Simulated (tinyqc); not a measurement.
Changing the grain size d: estimate of lattice thermal conductivity from elastic moduli (Slack, Klemens and Cahill formulas). Computed by tinyqc, a small Python program. Command: `OMP_NUM_THREADS=1 python tinyqc.py 3016412 3016413 out.jsonl slack sweep`. One thread of a shared host (Intel(R) Xeon(R) Processor @ 2.30GHz), about 0.01 s of CPU time with the checks.

An isotropic solid.

Inputs (values chosen for the exercise, for a model crystal):

| quantity | value | unit |
|---|---|---|
| bulk modulus B | 212 | GPa |
| shear modulus G | 81.8 | GPa |
| volume per atom V | 21.2 | angstrom^3 |
| mean atomic mass M | 164 | u |
| atoms per primitive cell n | 4 | - |
| volume expansion coefficient alpha_V | 16.4 | ppm/K |
| temperature T | 1200 | K |
| disorder parameter Gamma | 0.011 | - |

Grueneisen parameter: from thermal expansion.

Constants: u = 1.6605390666e-27 kg; hbar = 1.054571817e-34 J s; k_B = 1.380649e-23 J/K; h = 6.62607015e-34 J s.

Method:
- rho = M/V; vL = sqrt((B + 4G/3)/rho), vT = sqrt(G/rho); v_m = [(vL^-3 + 2 vT^-3)/3]^(-1/3); Poisson ratio sigma = (3B - 2G)/(6B + 2G); Theta = hbar v_m (6 pi^2/V)^(1/3)/k_B.
- gamma = alpha_V B V/(3 k_B), with the classical heat capacity 3 k_B per atom.
- Slack, an estimate for T near or above Theta_a: kappa = A M Theta_a^3 delta n^(1/3)/(gamma^2 T) in W/(m K), with M in u, delta = V^(1/3) in angstrom, Theta_a = Theta n^(-1/3) and A = 2.43e-6/(1 - 0.514/gamma + 0.228/gamma^2).
- High-temperature forms with the classical heat capacity. Klemens: kappa/kappa_0 = arctan(u)/u, u^2 = pi^2 Theta V Gamma kappa_0/(h v_m^2). Grains: 1/kappa_poly = 1/kappa + 1/(C v_m d/3), C = 3 k_B/(n V), the acoustic branches alone.
- Cahill minimum: kappa_min = (pi/6)^(1/3) k_B V^(-2/3) sum over L, T, T of v (T/Theta_i)^2 int_0^(Theta_i/T) x^3 e^x/(e^x - 1)^2 dx, Theta_i = Theta v_i/v_m (64 Gauss-Legendre points).
- Its high-temperature limit is (1/2) (pi/6)^(1/3) k_B V^(-2/3) (vL + 2 vT).

One run for each value:

| grain size d (nm) | kappa of the polycrystal (W/(m K)) | grain-boundary limit (W/(m K)) | kappa_poly/kappa_min |
|---|---|---|---|
| 5 | 1.3999 | 2.3032e+00 | 1.9284 |
| 20 | 2.5727 | 9.2128e+00 | 3.5439 |
| 50 | 3.0905 | 2.3032e+01 | 4.2573 |
| 200 | 3.4364 | 9.2128e+01 | 4.7336 |
| 500 | 3.5150 | 2.3032e+02 | 4.8420 |
| 2000 | 3.5557 | 9.2128e+02 | 4.8981 |
| 5000 | 3.5640 | 2.3032e+03 | 4.9094 |
| 20000 | 3.5681 | 9.2128e+03 | 4.9151 |
| 50000 | 3.5690 | 2.3032e+04 | 4.9163 |

Over the rows, kappa of the polycrystal (W/(m K)) rises from 1.40 to 3.57 (exponent d ln y / d ln x 0.44 between the first rows and 2.5e-4 between the last); grain-boundary limit (W/(m K)) rises from 2.30 to 23000 (exponent d ln y / d ln x about 1.0 throughout); kappa_poly/kappa_min rises from 1.93 to 4.92 (exponent d ln y / d ln x 0.44 between the first rows and 2.5e-4 between the last). At the high end the exponent of kappa of the polycrystal is 0.00, close to 0: grains are larger than the free path. The two resistivities add, so grains matter once the boundary limit, proportional to d, falls to the size of kappa with point defects.

Extremes, crossings and ranges named in words are read from the listed rows.
